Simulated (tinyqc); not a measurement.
Band folding and unfolding in a supercell of a chain: one step. Moments of the spectral function. Three cases, with inputs chosen for the exercise.

Problem. For each k_m: mean sum_i W E_i and variance sum_i W E_i^2 less the mean squared. The mean must be E0 plus the average of v, and the variance that of v.

A chain with hopping -t and n = 6 sites a supercell. H(K) has v_j on the diagonal, -t between neighbours and -t exp(2 pi i K) on the bond that closes the cell (from the last site to the first of the next cell). The point K holds the n wave vectors k_m = (K + m)/n of the primitive zone, in 2 pi/a, m = 0 to n - 1, with E0 = -2t cos(2 pi k_m). The unfolding weight of a state c on k_m is |sum_j c_j exp(-2 pi i k_m j)|^2/n, j = 0 to n - 1.

Give: Moments.

Case 1.

levels (eV): -3.423638  -2.089907  -1.242593  1.242593  2.089907  3.423638

weights:
```
     level 1  level 2  level 3  level 4  level 5  level 6
m=0  0.96213  0.02660  0.01125  0.00001  0.00001  0.00000
m=1  0.01004  0.00190  0.98374  0.00001  0.00425  0.00006
m=2  0.00002  0.00000  0.00430  0.00069  0.96724  0.02775
m=3  0.00000  0.00001  0.00001  0.01125  0.02660  0.96213
m=4  0.00006  0.00425  0.00001  0.98374  0.00190  0.01004
m=5  0.02775  0.96724  0.00069  0.00430  0.00000  0.00002
```

Solution.

Moments:

| m | mean (eV) | variance (eV^2) |
|---|---|---|
| 0 | -3.364 | 0.098 |
| 1 | -1.252 | 0.098 |
| 2 | 2.112 | 0.098 |
| 3 | 3.364 | 0.098 |
| 4 | 1.252 | 0.098 |
| 5 | -2.112 | 0.098 |

The average of v is 0.0000 eV and its variance 0.0977 eV^2: the virtual crystal gives the mean, and the variance is the spread of weight over several levels that it leaves out.

Case 2.

levels (eV): -2.762827  -2.333285  -0.839207  0.839207  2.333285  2.762827

weights:
```
     level 1  level 2  level 3  level 4  level 5  level 6
m=0  0.98321  0.00000  0.00000  0.00000  0.00000  0.01679
m=1  0.00000  0.00000  0.76656  0.23344  0.00000  0.00000
m=2  0.00000  0.02371  0.00000  0.00000  0.97629  0.00000
m=3  0.01679  0.00000  0.00000  0.00000  0.00000  0.98321
m=4  0.00000  0.00000  0.23344  0.76656  0.00000  0.00000
m=5  0.00000  0.97629  0.00000  0.00000  0.02371  0.00000
```

Solution.

Moments:

| m | mean (eV) | variance (eV^2) |
|---|---|---|
| 0 | -2.670 | 0.504 |
| 1 | -0.447 | 0.504 |
| 2 | 2.223 | 0.504 |
| 3 | 2.670 | 0.504 |
| 4 | 0.447 | 0.504 |
| 5 | -2.223 | 0.504 |

The average of v is 0.0000 eV and its variance 0.5041 eV^2: the virtual crystal gives the mean, and the variance is the spread of weight over several levels that it leaves out.

Case 3.

levels (eV): -1.243577  -0.742990  -0.341201  0.590200  0.991011  1.606557

weights:
```
     level 1  level 2  level 3  level 4  level 5  level 6
m=0  0.94645  0.02024  0.02026  0.00215  0.00347  0.00743
m=1  0.01132  0.11020  0.84883  0.00671  0.00846  0.01449
m=2  0.00148  0.00277  0.01426  0.13430  0.74064  0.10655
m=3  0.00097  0.00161  0.00707  0.01456  0.16654  0.80926
m=4  0.00211  0.00450  0.02819  0.83839  0.07527  0.05153
m=5  0.03767  0.86069  0.08139  0.00389  0.00561  0.01074
```

Solution.

Moments:

| m | mean (eV) | variance (eV^2) |
|---|---|---|
| 0 | -1.182 | 0.103 |
| 1 | -0.350 | 0.103 |
| 2 | 0.976 | 0.103 |
| 3 | 1.469 | 0.103 |
| 4 | 0.637 | 0.103 |
| 5 | -0.689 | 0.103 |

The average of v is 0.1433 eV and its variance 0.1027 eV^2: the virtual crystal gives the mean, and the variance is the spread of weight over several levels that it leaves out.

Computed by tinyqc, one run a case: `OMP_NUM_THREADS=1 python tinyqc.py N N+1 out.jsonl` with N = 1480255, 1481496, 1481655; one thread of a shared Intel(R) Xeon(R) Processor @ 2.30GHz, about 0.01 s a run at most.
